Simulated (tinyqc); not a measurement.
Changing the layer thickness h: elastic strain and critical thickness of a cubic alloy layer A(1-x)B(x) on a thick substrate. Computed by tinyqc, a small Python program. Command: `OMP_NUM_THREADS=1 python tinyqc.py 3026815 3026816 out.jsonl misfit sweep`. One thread of a shared host (Intel(R) Xeon(R) Processor @ 2.30GHz), about 0.01 s of CPU time with the checks.

Strain is positive in tension. The layer is coherent with the substrate unless said otherwise.

Inputs (values chosen for the exercise, for a model alloy):
```
quantity                        value      unit
fraction x of B                  0.16         -
lattice constant a_A            5.869  angstrom
lattice constant a_B            6.058  angstrom
substrate lattice constant a_S  5.858  angstrom
start of the iteration h0/b      1000         -
```

Growth plane: (001). Layer: buried under a thick cap. Misfit dislocation: 60-degree.

C11, C12, C44 of A (GPa): 97.04  49.52  43.34

C11, C12, C44 of B (GPa): 78.19  44.07  41.35

Method:
- a = (1 - x) a_A + x a_B, the same rule for each C_ij; misfit f = (a_S - a)/a, the in-plane strain of the coherent layer.
- (001): D = 2 C12/C11, M = C11 + C12 - 2 C12^2/C11. The free surface carries no normal stress, so e_perp = -D f; dV/V = 2 f + e_perp; stress = M f; energy per area = M f^2 h (1 GPa nm = 1 J/m^2).
- Voigt averages: G = (C11 - C12 + 3 C44)/5, B = (C11 + 2 C12)/3, nu = (3 B - 2 G)/(2 (3 B + G)); b = a/sqrt(2). The 60-degree dislocation has cos alpha = 1/2, and cos lambda = 1/2 on (001).
- Matthews-Blakeslee: h_c = A [ln(h_c/b) + 1], A = b (1 - nu cos^2 alpha)/(4 pi |f| (1 + nu) cos lambda), the factor 4 pi being that of a buried layer, with a dislocation at both interfaces.
- Start at h0, put the right side back in, and stop when the change is below 1e-9 h or h turns negative.
- For h > h_c the same force balance gives the strain left, |e| = |f| A [ln(h/b) + 1]/h, and below h_c e = f; relaxation = 1 - e/f; dislocations per length across each line direction = (|f| - |e|)/(b cos lambda).

One run for each value; columns: (1) layer thickness h (nm); (2) strain left e; (3) relaxation (%); (4) dislocation line density (1/micrometre); (5) strain energy per area (J/m^2):
```
(1)         (2)    (3)    (4)        (5)
2     -0.006991   0.00   0.00  9.024e-03
4.3   -0.006991   0.00   0.00  1.940e-02
9.3   -0.006991   0.00   0.00  4.196e-02
20    -0.006991   0.00   0.00  9.024e-02
43    -0.006398   8.48   2.84  1.940e-01
93    -0.003363  51.89  17.39  4.196e-01
200   -0.001751  74.96  25.12  9.024e-01
430   -0.000901  87.11  29.20  1.940e+00
930   -0.000457  93.46  31.33  4.196e+00
2000  -0.000231  96.69  32.41  9.024e+00
```

What does the table show, and why?

Over the rows, strain left e rises from -0.00699 to -2.31e-4, flat over part of the range; relaxation (%) rises from 0 to 96.7, flat over part of the range; dislocation line density (1/micrometre) rises from 0 to 32.4, flat over part of the range. At the low end the exponent of strain left e is 0.00, close to 0: the layer is still coherent. The exponent of strain energy per area stays at 1: the energy density is uniform. Relaxation sets in between 20.0 and 43.0 nm, and reaches 96.7 % at the largest thickness. The energy column is that of the coherent layer. Real layers relax later, as dislocations must nucleate and glide.

Extremes, crossings and ranges named in words are read from the listed rows.
